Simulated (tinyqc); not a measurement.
k.p values derived from sp3s* tight binding at Gamma: one step. Electron mass.

At Gamma the states are two-level mixtures: s-like S+ (upper) and S- (lower) from [[Esa, Vss], [Vss, Esc]], p-like P- (valence) and P+ from [[Epa, Vxx], [Vxx, Epc]], and the bare s* levels. With real k in 1/angstrom and kz = 0, the phase sums over the four bonds are g0 = 1 - (a k/4)^2/2, g1 = i a kx/4, g3 = -(a/4)^2 kx ky to second order. Each mixture is written (anion, cation) with the anion part positive. c = hbar^2/2m0. No spin-orbit coupling.

Constants: hbar^2/2m0 = 3.80998211 eV angstrom^2.

Inputs chosen for the exercise (out of a larger set: near a published set for SiC, fitted to gaps, whose masses and valley positions are rough; not measured data): a = 4.359 angstrom (lattice constant); Vss = -12.376 eV (s-s).

States:
```
state,E (eV),anion part,cation part
S-,-19.183657,0.7565419,0.6539452
P-,0.006920,0.8202346,-0.5720273
S+,5.831657,0.6539452,-0.7565419
P+,6.486080,0.5720273,0.8202346
```

Couplings:
```
pair,P (eV angstrom),E(first) - E(second) (eV)
S+ to P-,-10.096020,5.824737
S+ to P+,1.199853,-0.654424
S- to P-,0.911529,-19.190576
s*a to P-,-5.437628,9.643080
s*c to P-,3.932943,9.279080
```

Task: m0/m = [<S+|d2H/dkx^2|S+>/2 + sum P^2/(E(S+) - E(P))]/c over P- and P+, with the direct term -(a/4)^2 sa sc Vss.

Give: parts of m0/m; mass.

Result:

parts of m0/m: direct -1.908, from P- 4.593, from P+ -0.577

mass = 0.4746 m0

The valence band supplies 218 % of m0/m; the direct term, which stands in for the free-electron 1, is -1.91. S+ is not the lowest valley of SiC; this is the mass of the Gamma level.

Run: tinyqc, `OMP_NUM_THREADS=1 python tinyqc.py 1452745 1452746 out.jsonl`; Intel(R) Xeon(R) Processor @ 2.30GHz, one thread, shared host; about 0.01 s of CPU time with all checks.
